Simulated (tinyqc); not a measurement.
Undoped gate-all-around wire MOSFET, analytic charge model: two steps of the calculation.

An undoped round wire of radius R under an insulator shell and a surrounding gate; long channel, electrons only, n = ni exp((psi - V)/Vt) with V the quasi-Fermi potential (0 at the source, Vd at the drain), constant mobility, no quantisation. The radial Poisson equation gives n(r) = n(0)/(1 - (1 - b) r^2/R^2)^2 with b = Q0/(Q + Q0). Q is the electron charge per area of the wire surface.

Inputs (values chosen for the exercise); material values those of a made-up semiconductor: temperature T = 273 K; band gap Eg = 0.969 eV; relative permittivity of the semiconductor eps_r = 11.9; conduction-band density of states at T Nc = 2.27e19 cm^-3; valence-band density of states at T Nv = 1.84e19 cm^-3; relative permittivity of the gate insulator eox = 7.38; insulator thickness tox = 5.4 nm; wire radius R = 8 nm; gate work function less that of the intrinsic body dphi = -0.13 V; gate voltage Vg = 0.16 V.

Constants: q = 1.602176634e-19 C, kB = 1.380649e-23 J/K, Vt = kB T/q, eps0 = 8.8541878128e-14 F/cm where lengths are in cm. Results are converted to the units shown.

Task 1. Constants of the wire. ni = sqrt(Nc Nv) exp(-Eg/(2 Vt)), Eg in volts; Cox = eps0 eox/(R ln(1 + tox/R)); Q0 = 4 eps0 eps_r Vt/R; V0 = dphi + Vt ln[8 eps0 eps_r Vt/(q ni R^2)].

Find: ni; Cox; Q0; V0.

Result 1.

ni = 2.324e10 cm^-3
Cox = 1.584 uF/cm^2
Q0 = 123.9 nC/cm^2
V0 = 0.2990 V

Task 2. Charge at the source by substitution. With V = 0: u = Vg - V0 - Q/Cox, then Q(new) = (Q0/2)[sqrt(1 + 4 exp(u/Vt)) - 1], the root of Vt ln[(Q/Q0)(1 + Q/Q0)] = u.

Q after iteration 1 = 0.33528007 nC/cm^2
Cox = 1.5835168 uF/cm^2
Q0 = 123.93707 nC/cm^2
V0 = 0.29903138 V

Wanted: u; Q after iteration 2.

Result 2.

u = -0.13924 V
Q after iteration 2 = 0.33228 nC/cm^2

Program tinyqc, `OMP_NUM_THREADS=1 python tinyqc.py 2460115 2460116 out.jsonl`; Intel Xeon 2.30GHz, shared host, one thread, about 0.03 s.
